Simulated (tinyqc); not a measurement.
# Density of surface states from the Kelvin-probe reading

Problem. n-type bulk, xi = Ec - EF = Vt ln(Nc/Nd), p0 = ni^2/Nd, ni = sqrt(Nc Nv) exp(-Eg/(2 Vt)), Eg in volts. b is the upward band bending, u = b/Vt. Space charge per area, in units of q: Qc = sign(b) sqrt((2 eps0 eps_r Vt/q) [(Nd + dn)(exp(-u) - 1) + Nd u + (p0 + dn)(exp(u) - 1)]), with dn the excess density under light (flat quasi-Fermi levels; 0 in the dark). The states hold -Ds (E0 - xi - b): negative while the Fermi level lies above the neutrality level. Neutrality: Qc + Qf + (charge of the states) = 0. Work function chi + xi + b; contact potential difference CPD = (work function of the sample) - pt. Find b, Qc and Ds.

Parameters, values chosen for the exercise; band and dielectric values close to those of silicon:
```
symbol,value,unit,meaning
T,300,K,temperature
Eg,1.12,eV,band gap
eps_r,11.7,,relative permittivity
Nc,2.82e19,cm^-3,conduction-band density of states at T
Nv,2.67e19,cm^-3,valence-band density of states at T
chi,4.09,eV,electron affinity
Nd,6.7e15,cm^-3,donor density
Qf,6.3e10,cm^-2,fixed positive charge at the surface
pt,4.92,eV,work function of the probe tip
E0,0.37,eV,depth of their neutrality level below the conduction edge
```

Constants: q = 1.602176634e-19 C, kB = 1.380649e-23 J/K, Vt = kB T/q, eps0 = 8.8541878128e-14 F/cm where lengths are in cm. Results are converted to the units shown.

CPD = -462.98709 mV

Solution. The CPD gives b, b gives Qc, and neutrality gives Ds.

b = 0.1513 V
Qc = 1.043e11 cm^-2
Ds = 5.600e13 cm^-2 eV^-1

tinyqc, about 0.01 s, one thread, Intel Xeon 2.30GHz (shared host): `OMP_NUM_THREADS=1 python tinyqc.py 2430072 2430073 out.jsonl`
